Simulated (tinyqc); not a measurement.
Piezoresistors in the (001) plane of a cubic crystal: one step of the calculation.

Plane stress in crystal axes x = [100], y = [010]. First-order piezoresistance: d rho_xx/rho = p11 sxx + p12 syy, d rho_yy/rho = p12 sxx + p11 syy, d rho_xy/rho = p44 sxy; a resistor along d = (cos th, sin th) changes by dR/R = d.(d rho/rho).d. Changes of geometry and second-order terms are left out.

Question. Resistors at th and th + 90 degrees, and the bridge. dR/R = d.(d rho/rho).d. A full bridge with two resistors of each kind in opposite arms gives Vout = Vb (a - b)/(2 + a + b), a and b the two dR/R.

Parameters, values chosen for the exercise:

| symbol | value | unit | meaning |
|---|---|---|---|
| th | 45 | deg | angle of the current from [100] |
| Vb | 1.2 | V | bridge supply |

d rho/rho (%):
```
           x           y
x  0.1585000   8.1200000
y  8.1200000  -0.9352200
```

Wanted: dR/R at th; dR/R at th + 90; Vout.

Answer.

dR/R at th = 7.732 %
dR/R at th + 90 = -8.508 %
Vout = 97.82 mV

Computed by the program tinyqc: `OMP_NUM_THREADS=1 python tinyqc.py 2530110 2530111 out.jsonl`, one thread of a shared Intel Xeon 2.30GHz, about 0.01 s for the whole run.
